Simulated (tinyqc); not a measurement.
# Trap density from the barrier height

Problem. In a partly depleted grain with all boundary traps filled, 2 N W = Qt and VB = q N W^2/(2 eps0 eps_r). Find Qt, W and the doping at which VB would equal Vt.

Values chosen for this exercise:
- T = 300 K (temperature)
- eps_r = 11.7 (relative permittivity)

Constants: q = 1.602176634e-19 C, kB = 1.380649e-23 J/K, Vt = kB T/q, eps0 = 8.8541878128e-14 F/cm where lengths are in cm. Results are converted to the units shown.

doping = 1.9e18 cm^-3
barrier height = 0.13929504 V

Solution. Eliminating W gives VB = q Qt^2/(8 eps0 eps_r N), which falls as 1/N.

Qt = 3.70e12 cm^-2
W = 9.74 nm
doping for VB = Vt = 1.02e19 cm^-3

Numbers from tinyqc (`OMP_NUM_THREADS=1 python tinyqc.py 2830157 2830158 out.jsonl`; about 0.01 s on one thread of a shared Intel Xeon 2.30GHz).
